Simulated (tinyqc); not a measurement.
Gain against electron density: polytypes and stacking faults of a tetrahedral semiconductor in an axial Ising model with couplings up to third neighbours. Computed by tinyqc, a small Python program. Command: `OMP_NUM_THREADS=1 python tinyqc.py 3016341 3016342 out.jsonl polytype walk`. One thread of a shared host (Intel(R) Xeon(R) Processor @ 2.30GHz), about 0.01 s of CPU time with the checks.

Each double layer has s = +1 or -1 for the sense of its stacking step; E per pair of atoms = E0 - sum_n J_n <s_i s_(i+n)>, n = 1, 2, 3. Hexagonality h = (1 - <s_i s_(i+1)>)/2.

Inputs (values chosen for the exercise, for a model crystal):
```
quantity                                    value      unit
J1                                           0.95  meV/pair
J2                                          -2.62  meV/pair
J3                                          -0.19  meV/pair
basal lattice constant a                     3.08  angstrom
binding energy of the fault level E_b        0.23        eV
in-plane mass m                              0.35        m0
effective density of states N_c at 300 K  3.1e+19    1/cm^3
temperature T                                1350         K
```

Host polytype: 4H.

Constants: 1 eV/angstrom^2 = 16.02176634 J/m^2; m_0 = 9.1093837015e-31 kg; hbar = 1.054571817e-34 J s; k_B = 1.380649e-23 J/K; k_B = 8.617333262e-05 eV/K.

Method. Faults in 4H: the sequences single Shockley (31) (+++-), double Shockley (62) (++++++--), Frank-type (32) (+++--) are put between perfect repeats; k_n = (layers x C_n of the host) - sum_i s_i s_(i+n). gamma = sum k_n J_n/A, A = (sqrt 3/2) a^2; 1 meV/angstrom^2 = 16.02177 mJ/m^2. The fault binds electrons in a two-dimensional band E_b below the conduction edge, g2 = m m0/(pi hbar^2) for one valley. With the Fermi level held by the bulk, eta = ln[n/N_c(T)], N_c(T) = N_c (T/300)^1.5, the grand potential falls by g2 (k_B T)^2 F1(x), x = eta + E_b/(k_B T), F1(x) = integral from 0 to infinity of ln(1 + exp(x - t)) dt; sheet density g2 k_B T ln(1 + e^x). Band bending by the trapped charge is left out, so the gain is an upper bound.

fault coefficients k_n:
```
                      J1  J2  J3
single Shockley (31)   0  -4   0
double Shockley (62)  -4  -8   0
Frank-type (32)       -1  -2   3
```

energy of the glide fault, single Shockley (31) = 20.4381 mJ/m^2

At T:
```
n (1/cm^3)        x  sheet density (1/cm^2)  gain (mJ/m^2)  gain/gamma  gain/gamma at T + 200 K
1.00e+14    -12.923              4.1507e+07     7.7364e-06  3.7853e-07               3.1427e-07
1.00e+15    -10.621              4.1506e+08     7.7363e-05  3.7853e-06               3.1427e-06
1.00e+16     -8.318              4.1502e+09     7.7359e-04  3.7850e-05               3.1426e-05
1.00e+17     -6.016              4.1456e+10     7.7317e-03  3.7830e-04               3.1415e-04
1.00e+18     -3.713              4.1009e+11     7.6897e-02  3.7624e-03               3.1307e-03
5.00e+18     -2.104              1.9582e+12     3.7562e-01  1.8378e-02               1.5422e-02
2.00e+19     -0.717              6.7606e+12     1.3908e+00  6.8051e-02               5.8589e-02
```

What does the comparison show, and why?

For x well below 0 the gain is k_B T times the sheet density and linear in n; for x well above 0 the well fills and the gain grows only about as x^2. It stays below the fault energy in all rows; 200 K more changes it by a factor 0.83 at 1e16.
